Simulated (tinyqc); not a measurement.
MOS capacitor with interface traps: C-V stretch-out, conductance peak and subthreshold swing: one step, computed by the program tinyqc.

Energies at the interface are counted from the valence band. psi > 0 means bending towards depletion, so the surface potential is -psi. Boltzmann statistics, full ionisation, no quantum confinement. Traps are neutral when filled up to E_n, with a sharp (zero-temperature) occupation.

Question. Conductance peak. v = sqrt(3 k_B T/m) with the majority mass; surface density n_s = N exp(-psi/k_B T); tau = 1/(sigma v n_s); for a continuum of levels G_p/omega = C_it ln(1 + omega^2 tau^2)/(2 omega tau), which peaks at omega tau = 1.98, the frequency 1.98/(2 pi tau); potential fluctuations are left out.

Inputs (values chosen for the exercise, modelled on germanium, with an insulator like SiO2):

| quantity | value | unit |
|---|---|---|
| electron mass m_e | 0.221 | m_0 |
| doping N | 2.4e+16 | cm^-3 |
| capture cross-section sigma | 7e-16 | cm^2 |
| band bending towards depletion psi | 0.28 | V |
| temperature T | 200 | K |

Substrate: n-type. Trap spectrum: flat.

k_B T = 0.01723467 eV

C_it = 0.5767836 microF/cm^2

Constants: k_B = 1.380649e-23 J/K; m_0 = 9.1093837015e-31 kg.

Give: v; n_s; trap time constant; peak frequency; peak of G_p/omega.

Answer.

v = 2.029e+07 cm/s

n_s = 2.111e+09 cm^-3

trap time constant = 0.03336 s

peak frequency = 9.447 Hz

peak of G_p/omega = 0.2321 microF/cm^2

Caution: near and beyond midgap the traps also exchange with the minority band, so this majority-carrier time constant and peak do not apply.
